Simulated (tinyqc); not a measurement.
Ion-assisted plasma etching: sheath, surface coverage, synergy and aspect-ratio dependence: one step, computed by the program tinyqc.

Radicals adsorb on bare sites; ions remove covered sites with a high yield and bare sites by sputtering; a slow spontaneous reaction acts everywhere, walls included.

Task: Open-field etch rate. Steady coverage: s G_n (1 - theta) = x Y G_i theta; removal flux = Y G_i theta + Y_p G_i (1 - theta) + k_c G_n; rate = flux/N, 1 cm/s = 6e8 nm/min. Lateral rate = k_c G_n/N; anisotropy = 1 - lateral/vertical; synergy = vertical/(ions alone + radicals alone), with ions alone Y_p G_i/N and radicals alone the lateral rate.

Inputs (values chosen for the exercise, close to those used for silicon in a halogen plasma): gas temperature T_g = 300 K; sticking coefficient s = 0.41; radicals per removed unit x = 3; spontaneous reaction probability k_c = 0.0002; solid density N = 5e+22 1/cm^3.

Feature: round hole.

yield Y = 6.914986

sputter yield Y_p = 0.4420490

ion flux G_i = 5.562974e+15 1/(cm^2 s)

radical flux G_n = 1.163232e+17 1/(cm^2 s)

Give: coverage theta; vertical rate; lateral rate; anisotropy; synergy.

Result:

coverage theta = 0.29242

vertical rate = 156.14 nm/min

lateral rate = 0.27918 nm/min

anisotropy = 0.99821

synergy = 5.2418

Ions and radicals both limit the rate. Caution: a sheath of several millimetres is collisional at usual pressures, which lowers the ion energy and widens the angles.
